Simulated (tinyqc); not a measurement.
# Tunnelling through a gate dielectric with the two-band (Franz) dispersion, WKB transmission and Tsu-Esaki current, step by step

Program tinyqc, `OMP_NUM_THREADS=1 python tinyqc.py 2540122 2540123 out.jsonl`; Intel Xeon 2.30GHz, shared host, one thread, about 0.03 s. Printed values are rounded.

Electrons leave the emitter at x = 0. Energies E (motion across the layers) are in eV from the emitter Fermi level; the collector Fermi level lies at -V and offers states at every E. No charge in the dielectric and no image force: F1 = V/t1, U = phi1 - F1 x. With C = hbar^2/(2 m0), kappa = sqrt(m u (1 - u/Egx)/C), u = U - E where U > E and 0 elsewhere; T(E) = exp(-S), S = 2 times the integral of kappa over x.

Parameters, values chosen for the exercise; dielectric values close to those of silicon nitride:
- T = 400 K (temperature)
- Ef = 0.32 eV (Fermi energy of the emitter above its band bottom)
- me = 1 m0 (emitter mass in the supply function)
- phi1 = 2.06 eV (barrier of layer 1 above the emitter Fermi level at zero bias)
- m1 = 0.52 m0 (tunnelling mass of layer 1)
- t1 = 1.8 nm (thickness of layer 1)
- Egx = 5.8 eV (gap parameter of the two-band dispersion, set freely)
- V = 0.5 V (voltage across the dielectric)
- E = -0.2 eV (energy of the electron followed)
- nc = 9 (cells in each layer)
- Ea = -0.32 eV (lower end of the energy grid)
- Eb = 0.34 eV (upper end of the energy grid)
- nE = 15 (points of the energy grid)

Constants: q = 1.602176634e-19 C, kB = 1.380649e-23 J/K, hbar = 1.054571817e-34 J s, m0 = 9.1093837015e-31 kg, Vt = kB T/q, hbar^2/(2 m0) = 0.0380998212 eV nm^2. Results are converted to the units shown.

## Fields and band edges

F1 = V/t1, U = phi1 - F1 x.

F1 = 2.77778 MV/cm
U at x = t1 = 1.56 eV

## WKB exponent by the midpoint rule

Cut each layer into nc equal cells, take U and kappa at the cell centres, and sum S = 2 sum kappa h.

x, cell 0 to 8 (nm): [0.10000, 0.30000, 0.50000, 0.70000, 0.90000, 1.10000, 1.30000, 1.50000, 1.70000]
U, cell 0 to 8 (eV): [2.03222, 1.97667, 1.92111, 1.86556, 1.81000, 1.75444, 1.69889, 1.64333, 1.58778]
kappa, cell 0 to 8 (1/nm): [4.32906, 4.30801, 4.28515, 4.26047, 4.23393, 4.20550, 4.17513, 4.14279, 4.10843]
S = 15.2194
T(E) = 2.45643e-7

## WKB exponent in closed form

Each layer adds (2/F) sqrt(m/C) [G(u at its left edge) - G(u at its right edge)] to S, with u = U - E (0 where negative) and G(u) = Egx^1.5 (th - sin(4 th)/4)/4, th = arcsin sqrt(u/Egx). The slope follows from 1/d = -dS/dE.

S = 15.2191
T(E) = 2.45713e-7
energy d over which T(E) grows by a factor e = 0.55901 eV

The midpoint rule gives S = 15.219, so its T(E) is 0.029 % below this value. The band edge stays above E through the whole stack: direct tunnelling through a trapezoid.

## Current density on a coarse energy grid

J = J0 times the integral of T(E) N(E) dE, N = ln[(1 + exp(-E/Vt))/(1 + exp((-E - V)/Vt))], J0 = q^2 me m0 kB T/(2 pi^2 hbar^3) (times 1e-4 for A/cm^2 per eV), by Simpson's rule on nE equally spaced points from Ea to Eb.

E, point 0 to 14 (eV): [-0.320000, -0.272857, -0.225714, -0.178571, -0.131429, -0.084286, -0.037143, 0.010000, 0.057143, 0.104286, 0.151429, 0.198571, 0.245714, 0.292857, 0.340000]
T(E), point 0 to 14: [2.01399e-7, 2.16953e-7, 2.34838e-7, 2.55445e-7, 2.79248e-7, 3.06819e-7, 3.38860e-7, 3.76224e-7, 4.19964e-7, 4.71381e-7, 5.32087e-7, 6.04100e-7, 6.89951e-7, 7.92842e-7, 9.16843e-7]
N, point 0 to 14: [9.27833, 7.91493, 6.54935, 5.18611, 3.83473, 2.52838, 1.37055, 0.558574, 0.174424, 0.0473942, 0.0122861, 0.00314360, 8.01608e-4, 2.04229e-4, 5.20208e-5]
T(E) N, point 0 to 14: [1.86864e-6, 1.71717e-6, 1.53804e-6, 1.32477e-6, 1.07084e-6, 7.75757e-7, 4.64423e-7, 2.10149e-7, 7.32517e-8, 2.23407e-8, 6.53726e-9, 1.89905e-9, 5.53070e-10, 1.61922e-10, 4.76949e-11]
J0 = 5.57821e8 A/(cm^2 eV)
J = 213.753 A/cm^2

The integrand peaks at E = -0.320 eV among these points. A converged quadrature from -Ef to above the barrier gives 213.8 A/cm^2; this grid is within 0.01 % of that.
